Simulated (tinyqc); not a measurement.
# Segment and feed resistance from two drops

Question. A rail is fed at one end through Rq; K loads of Ij follow, each after a segment Rs. The drop at load j is K Ij Rq + Rs Ij sum_(l=1..j) (K - l + 1). Find Rs, Rq and the worst drop, at the middle, if the rail were fed through Rq at both ends: K Ij Rq/2 + Rs Ij K^2/8 with the load taken as continuous.

Inputs (values chosen for the exercise): number of equal loads K = 7; current of each load Ij = 1.5 mA.

drops at the first and at the last load (mV): [6.72, 19.32]

Solution. The difference of the two drops is Rs Ij K (K - 1)/2, which gives Rs; the first drop then gives Rq.

Rs = 0.4000 ohm
Rq = 0.2400 ohm
drop at the middle with two feeds = 4.935 mV

Program tinyqc, `OMP_NUM_THREADS=1 python tinyqc.py 2770223 2770224 out.jsonl`; Intel Xeon 2.30GHz, shared host, one thread, about 0.1 s.
